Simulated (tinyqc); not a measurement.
Worked calculation: MP2 on RHF in the 3-21g basis, for H2, spin multiplicity 1. One step of it, computed by the program tinyqc.

Task: Second-order Moller-Plesset energy. E2 = sum_ijab (ia|jb) [2 (ia|jb) - (ib|ja)] / (e_i + e_j - e_a - e_b) over occupied i, j and virtual a, b; the opposite-spin part is (ia|jb)^2 / denominator, the rest is same-spin, and SCS-MP2 scales them by 6/5 and 1/3.

orbital energies (hartree): MO1 -0.560985, MO2 0.232025, MO3 0.980858, MO4 1.411320

Two-electron integrals over orbitals (pq|rs), unique and non-zero (hartree):
```
(11|11) 0.616618    (21|21) 0.100379    (22|11) 0.457522    (22|22) 0.415352
(31|11) 0.151285    (31|22) 0.062984    (31|31) 0.106201    (32|21) -0.004713
(32|32) 0.034973    (33|11) 0.546183    (33|22) 0.416773    (33|31) 0.129800
(33|33) 0.507378    (41|21) -0.080700   (41|32) -0.038608   (41|41) 0.120318
(42|11) -0.140919   (42|22) -0.065665   (42|31) -0.080785   (42|33) -0.116267
(42|42) 0.077732    (43|21) -0.109046   (43|32) -0.021536   (43|41) 0.127761
(43|43) 0.162087    (44|11) 0.628275    (44|22) 0.469791    (44|31) 0.190249
(44|33) 0.576272    (44|42) -0.169275   (44|44) 0.704373
```

Hartree-Fock energy = -1.11529247 hartree

Give: Terms; Pair energies; MP2 correlation energy; SCS-MP2 correlation energy; MP2 total energy.

Result:

Terms:
```
i  j  a  b  (ia|jb)  (ib|ja)  denominator     term
1  1  2  2   0.1004   0.1004      -1.5860  -0.0064
1  1  4  4   0.1203   0.1203      -3.9446  -0.0037
1  1  3  3   0.1062   0.1062      -3.0837  -0.0037
1  1  4  2  -0.0807  -0.0807      -2.7653  -0.0024
1  1  2  4  -0.0807  -0.0807      -2.7653  -0.0024
```

Pair energies (hartree; pair i-j sums ij and ji):
```
pair  opposite spin  same spin
1-1         -0.0184          0
```

MP2 correlation energy = -0.018391 hartree

SCS-MP2 correlation energy = -0.022069 hartree

MP2 total energy = -1.133683 hartree
